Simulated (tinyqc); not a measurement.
Incorporation against temperature: precursor delivery by bubblers, mass-transport growth and the solid composition of a III-V alloy. Computed by tinyqc, a small Python program. Command: `OMP_NUM_THREADS=1 python tinyqc.py 3000858 3000859 out.jsonl movpe_thermo walk`. One thread of a shared host (Intel(R) Xeon(R) Processor @ 2.30GHz), about 0.01 s of CPU time with the checks.

1 sccm = 44.615 micromol/min; 1 torr = 133.322 Pa. The sources decompose fully at the surface.

Inputs (values chosen for the exercise, modelled on trimethylgallium (source 1) and trimethylindium (source 2) for the vapour pressures):

| quantity | value | unit |
|---|---|---|
| bath temperature T1 | 273 | K |
| bath temperature T2 | 302 | K |
| bubbler pressure p_b | 1400 | torr |
| carrier flow F1 | 11 | sccm |
| carrier flow F2 | 32 | sccm |
| total flow F_t | 17 | slm |
| group-V flow F_V | 66 | sccm |
| reactor pressure p | 200 | torr |
| growth temperature T | 950 | K |
| diffusivity at 273 K and 760 torr | 0.35 | cm^2/s |
| flow cross-section A | 68 | cm^2 |
| distance from the leading edge z | 6.4 | cm |
| lattice constant a | 5.61 | angstrom |
| interaction L0 of the solid | 8.58 | kJ/mol |
| log10 of p_B,eq over pure BC at 1000 K and 1 torr of group V (exaggerated: liquid indium has about -4.1) | -2.7 | log10 torr |
| enthalpy of that equilibrium H | 300 | kJ/mol |

Alloy: mixing on the group-III sites, with desorption of B.

constants a, b of source 1 (log10 torr, K): 8.062  1703

constants a, b of source 2 (log10 torr, K): 10.49  3014

Constants: k_B = 1.380649e-23 J/K; R = 8.314462618 J/(mol K).

Method:
- log10 p_v = a - b/T_bath; molar flow = F x 44.615 x p_v/(p_b - p_v) for a saturated bubbler.
- p_i = p n_i/(44615 F_t), F_t in slm; p_V = p F_V/(1000 F_t), counted per molecule supplied; V/III = 44.615 F_V/(n1 + n2); vapour fraction of source 2 = n2/(n1 + n2).
- Mean velocity u = (F_t/A)(760/p)(T/273); D = D0 (T/273)^1.75 (760/p); boundary layer delta = sqrt(pi D z/u); flux = D dp/(delta k_B T); growth rate = flux x a^3/4.
- A sticks fully. B desorbs: its surface pressure is p_B* = x gamma_B K/sqrt(p_V), ln gamma_B = L0 (1 - x)^2/(R T), K = 10^(log10 K at 1000 K) exp[-(H/R)(1/T - 1/1000)], p_V in torr. With equal diffusivities x = (p_2 - p_B*)/(p_1 + p_2 - p_B*). Growth rate = rate per torr x p_1/(1 - x).

p_2 = 8.71917e-04 torr

K/sqrt(p_V) = 3.38997e-04 torr

p_V = 0.776471 torr

vapour fraction of source 2 = 0.118750

p_1 = 0.00647053 torr

At fixed flows:

| T (K) | K/sqrt(p_V) (torr) | x | share of B incorporated, 1 - p_B*/p_2 |
|---|---|---|---|
| 842 | 2.5970e-06 | 0.11865 | 0.99908 |
| 881 | 1.7311e-05 | 0.11814 | 0.99417 |
| 917 | 8.6417e-05 | 0.11584 | 0.97233 |
| 944 | 2.6629e-04 | 0.11030 | 0.91997 |
| 974 | 8.6425e-04 | 0.09470 | 0.77632 |
| 1004 | 2.6144e-03 | 0.06536 | 0.51898 |
| 1039 | 8.7727e-03 | 0.03006 | 0.23001 |
| 1089 | 4.3211e-02 | 0.00749 | 0.05600 |

What does the comparison show, and why?

x equals the vapour fraction 0.119 while gamma_B K/sqrt(p_V) is small against p_1 + p_2 = 0.0073 torr and falls once it is not. Between the last rows the apparent energy R d ln x/d(1/T) is 261 kJ/mol, against H = 300. Caution: the boundary layer is a quarter or more of the root of the cross-section, so it fills much of the channel and depletion along the flow matters.

Extremes, crossings and ranges named in words are read from the listed rows.
